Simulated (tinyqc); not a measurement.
Voltage acceleration of oxide breakdown, four models on the same data: lifetime against voltage in four models.

Field E = V/tox in MV/cm. Models: ln(t63/1 s) = a - c X with X = E (E model), -1/E (1/E model), ln V (power law, c the exponent n) or sqrt(E).

a and c were fitted to stress data from 5.78 to 8.01 V. Project to Vu, multiply by exp[(Ea q/kB)(1/Tu - 1/Ts)] and by ks; ten years are 3.15576e8 s.

Inputs (values chosen for the exercise):

| symbol | value | unit | meaning |
|---|---|---|---|
| tox | 8 | nm | oxide thickness |
| Ts | 373 | K | stress temperature |
| Tu | 378 | K | use temperature |
| Ea | 0.99 | eV | activation energy |
| ks | 2.3e-5 |  | factor for area and percentile |

Constants: q = 1.602176634e-19 C, kB = 1.380649e-23 J/K. Results are converted to the units shown.

```
model,c,a
E,5.02006,50.7283
1/E,362.877,-35.3942
power,42.9643,90.0358
sqrt E,29.4206,93.6427
```

Results:
```
Vu (V),"log10 years, E","log10 years, 1/E","log10 years, power","log10 years, sqrt E"
2.72,2.304,18.67,8.117,4.794
3.29,0.7507,10.64,4.567,2.443
3.87,-0.8299,4.892,1.537,0.2516
4.44,-2.383,0.7098,-1.027,-1.747
5.01,-3.937,-2.521,-3.280,-3.621
6.16,-7.071,-7.219,-7.136,-7.101
6.73,-8.624,-8.952,-8.787,-8.705
```

Estimate the missing row, Vu = 5.58 V.

Computed row:
```
Vu (V),"log10 years, E","log10 years, 1/E","log10 years, power","log10 years, sqrt E"
5.58,-5.490,-5.091,-5.291,-5.391
```

With this row back in the table: The four agree within 0.33 decades in the last row, inside the stress range, and part by 16.4 decades in the first. The local exponent -d ln t/d ln V is c E for the E model, which shrinks as V falls, constant for the power law, and c/E for the 1/E model, which grows as V falls.

Range of the model: All four laws are empirical fits; none is established far below the stress range.

Program tinyqc, `OMP_NUM_THREADS=1 python tinyqc.py 2070109 2070110 out.jsonl`; Intel Xeon 2.30GHz, shared host, one thread, about 0.01 s.
